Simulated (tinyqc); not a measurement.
# MESFET, gradual channel with velocity saturation: several studies

A uniformly doped n-type channel, depleted from the top by a Schottky gate; at channel potential V the depleted share of a is u = sqrt((Vbi - Vg + V)/Vp), s at the source. Electrons drift with v = mu E/(1 + mu E/vsat). Abrupt depletion edge, no series resistance, source at 0.

Parameters, values chosen for the exercise; material values close to those of 4H silicon carbide: temperature T = 250 K; relative permittivity of the semiconductor eps_r = 9.63; conduction-band density of states at T Nc = 1.28e19 cm^-3; donor density of the channel Nd = 1.3e17 cm^-3; channel thickness a = 190 nm; low-field mobility at this doping mu = 420 cm^2/(V s); saturation velocity vsat = 2.3e7 cm/s; gate length L = 0.3 um; gate width W = 200 um; Schottky barrier phiB = 1.39 V; gate voltage Vg = -1.9 V.

Constants: q = 1.602176634e-19 C, kB = 1.380649e-23 J/K, Vt = kB T/q, eps0 = 8.8541878128e-14 F/cm where lengths are in cm. Results are converted to the units shown.

Each table varies one quantity; the others keep the values above.

## Effect of the gate voltage on saturation

Vbi = phiB - Vt ln(Nc/Nd); Vp = q Nd a^2/(2 eps0 eps_r); G0 = q mu Nd a W/L; Z = mu Vp/(vsat L); s = sqrt((Vbi - Vg)/Vp). I = (G0 Vp/3) F/(1 + Z (u^2 - s^2)), F = 3 (u^2 - s^2) - 2 (u^3 - s^3), with u at V = Vd; Z = 0 gives constant mobility, for which u stops at 1. The current peaks at u = um, the root of (1 - u)(1 + Z (u^2 - s^2)) = Z F/3; beyond Vdsat = Vp (um^2 - s^2) it is held at that value. gm = G0 (um - s)/(1 + Z (um^2 - s^2)).

The same in every row: Z = 2.684.

Results:
```
Vg (V)      um  Vdsat (V)  Isat (mA)  Isat for Z = 0 (mA)  gm (mS)
-2.7    0.9951     0.3746     0.8991                1.116    3.938
-2.25   0.9818     0.7090      3.313                4.902    6.628
-1.8    0.9628     0.9963      6.768                11.53    8.658
-1.35   0.9392      1.248      11.06                21.20    10.41
-0.9    0.9114      1.472      16.12                34.17    12.07
0       0.8430      1.842      28.58                71.40    15.77
```

Estimate the missing row, Vg = -0.45 V.

Computed row:
```
Vg (V)      um  Vdsat (V)  Isat (mA)  Isat for Z = 0 (mA)  gm (mS)
-0.45   0.8795      1.669      21.94                50.75    13.80
```

With this row back in the table: As Vg goes from -2.7 to 0 V, Vdsat rises from 0.375 to 1.84 V, Isat rises from 0.899 to 28.6 mA and gm rises from 3.94 to 15.8 mS. Isat is 0.806 of the constant-mobility value in the first row and 0.400 in the last. In every row the gate is shorter than 2 a, outside the gradual-channel approximation. At Vg = -2.7 V the open channel at the source, (1 - s) a, is under two Debye lengths, so the abrupt edge is rough.

## Output curve

Same model as above.

Result of one run:
```
Vd (V)  u (at most 1)  I for Z = 0 (mA)  I (mA)
1.4             1.000             9.802   5.923
```

What becomes of these results when the drain voltage Vd is changed from 1.4 to 0.2 V, all else the same?

Result of the changed run:
```
Vd (V)  u (at most 1)  I for Z = 0 (mA)  I (mA)
0.2            0.8770             3.016   2.688
```

The whole series:
```
Vd (V)  u (at most 1)  I for Z = 0 (mA)  I (mA)
0.2            0.8770             3.016   2.688
0.35           0.8962             4.900   4.040
0.5            0.9150             6.469   4.960
0.65           0.9334             7.729   5.538
0.8            0.9514             8.686   5.842
0.95           0.9691             9.346   5.923
1.1            0.9865             9.714   5.923
1.25            1.000             9.802   5.923
1.4             1.000             9.802   5.923
```

With constant mobility the current rises from 3.02 to 9.80 mA and saturates at pinch-off, Vd = 1.22 V; with Z = 2.68 it saturates at 0.936 V and 5.92 mA. The two differ by 11 % in the first row and 40 % in the last. In every row the gate is shorter than 2 a, outside the gradual-channel approximation.

## Effect of the donor density of the channel on saturation

Same model as above.

Result of one run:
```
Nd (cm^-3)      Z      um  Vdsat (V)  Isat (mA)  Isat for Z = 0 (mA)  gm (mS)
3.9e17      8.052  0.7334      3.899      145.6                748.3    23.69
```

What becomes of these results when the donor density of the channel Nd is changed from 3.9e17 to 1.6e17 cm^-3, all else the same?

Result of the changed run:
```
Nd (cm^-3)      Z      um  Vdsat (V)  Isat (mA)  Isat for Z = 0 (mA)  gm (mS)
1.6e17      3.303  0.9291      1.489      15.89                33.84    11.57
```

The whole series:
```
Nd (cm^-3)      Z      um  Vdsat (V)  Isat (mA)  Isat for Z = 0 (mA)  gm (mS)
1.2e17      2.477  0.9797     0.7172      3.407                5.064    6.728
1.6e17      3.303  0.9291      1.489      15.89                33.84    11.57
2.1e17      4.335  0.8712      2.204      37.88                108.0    15.34
2.9e17      5.987  0.7989      3.070      81.65                319.3    19.63
3.9e17      8.052  0.7334      3.899      145.6                748.3    23.69
```

As Nd goes from 1.2e17 to 3.9e17 cm^-3, Vdsat rises from 0.717 to 3.90 V, Isat rises from 3.41 to 146 mA and gm rises from 6.73 to 23.7 mS. Isat is 0.673 of the constant-mobility value in the first row and 0.195 in the last. In every row the gate is shorter than 2 a, outside the gradual-channel approximation.

Numbers from tinyqc (`OMP_NUM_THREADS=1 python tinyqc.py 2500142 2500143 out.jsonl`; about 0.06 s on one thread of a shared Intel Xeon 2.30GHz).
